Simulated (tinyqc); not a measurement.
Gupta-type many-body potential for a metal: one step, computed by the program tinyqc.

E_i = sum_j A exp(-p (r_ij/r0 - 1)) - xi rho_i^gamma, with rho_i = sum_j exp(-2 q (r_ij/r0 - 1)); gamma = 1/2 is the tight-binding second-moment form. The crystal is fcc unless stated; d is the neighbour distance and a fixed number of shells is kept.

Problem. Equilibrium of the fcc crystal. fcc shells: d sqrt(k), k = 1..5, with 12, 6, 24, 12, 24 atoms; Omega = d^3/sqrt2. Equilibrium: dE/dd = 0; B = d^2 E''(d)/(9 Omega).

Inputs (values chosen for the exercise, modelled on aluminium):
```
quantity                  value      unit
repulsion A               0.119        eV
hopping xi                 1.32        eV
decay p                    8.56         -
decay q                    2.55         -
reference distance r0     2.864  angstrom
shells kept                   2         -
embedding exponent gamma    0.5         -
```

Constants: 1 eV/angstrom^3 = 160.2176634 GPa.

Give: neighbour distance d; lattice constant; cohesive energy E_c; bulk modulus B.

Solution.

neighbour distance d = 2.871 angstrom

lattice constant = 4.060 angstrom

cohesive energy E_c = 3.260 eV

bulk modulus B = 77.99 GPa
